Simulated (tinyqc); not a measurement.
Stretching all distances: RHF, UHF, MP2, CISD and CCSD against full CI in the sto-3g basis, for H6, spin multiplicity 1. Computed by the program tinyqc with PySCF. 

Geometry (angstrom):
```
atom       x       y       z
H     0.0000  0.0000  0.0000
H     0.0000  0.0000  0.7350
H     0.0000  0.0000  1.7100
H     0.0000  0.0000  2.4450
H     0.0000  0.0000  3.4200
H     0.0000  0.0000  4.1550
```

All coordinates are multiplied by the scale. c0^2 is the weight of the RHF determinant in the lowest singlet FCI state (UHF is spin-contaminated and may lie near states of higher spin) and n(LUMO) the first natural occupation beyond the occupied space.

Full CI energy (hartree) and errors against it (kcal/mol):
```
scale   distance 1-2 (angstrom)     E(FCI)       RHF      UHF       MP2     CISD    CCSD  <S^2> UHF    c0^2  n(LUMO)
0.8900                   0.6542  -3.199398   31.8974  31.8974    9.1463   0.4588  0.0600     0.0000  0.9745   0.0307
1.0600                   0.7791  -3.314586   40.8249  40.8249   13.3396   0.9627  0.0902     0.0000  0.9596   0.0453
1.2400                   0.9114  -3.312149   53.0393  53.0393   19.3720   2.0156  0.1463     0.0000  0.9362   0.0664
1.4200                   1.0437  -3.254381   69.0011  69.0011   27.5509   4.0313  0.2345     0.0000  0.9018   0.0956
1.5900                   1.1686  -3.180586   88.2580  85.0107   37.6876   7.4038  0.3444     0.4683  0.8560   0.1333
1.7600                   1.2936  -3.103880  112.0395  87.7202   50.4085  12.8933  0.4632     1.1913  0.7956   0.1826
1.9400                   1.4259  -3.029076  142.2182  78.7149   66.5708  21.7185  0.5632     1.7832  0.7169   0.2477
2.1100                   1.5509  -2.969141  174.9739  64.7361   83.7735  33.2639  0.5909     2.1871  0.6332   0.3197
2.2900                   1.6831  -2.918664  213.0755  49.0183  102.8533  48.7426  0.5115     2.4798  0.5425   0.4029
```

UHF parts from RHF first at scale 1.59 of those listed, where <S^2> leaves zero. The weight c0^2 goes from 0.97 to 0.54 and n(LUMO) from 0.03 to 0.40: static correlation grows as the bonds break into open-shell fragments. The spread of the error along the curve, which distorts its shape, is CCSD 0.5, CISD 48.3, UHF 55.8, MP2 93.7, RHF 181.2 kcal/mol.
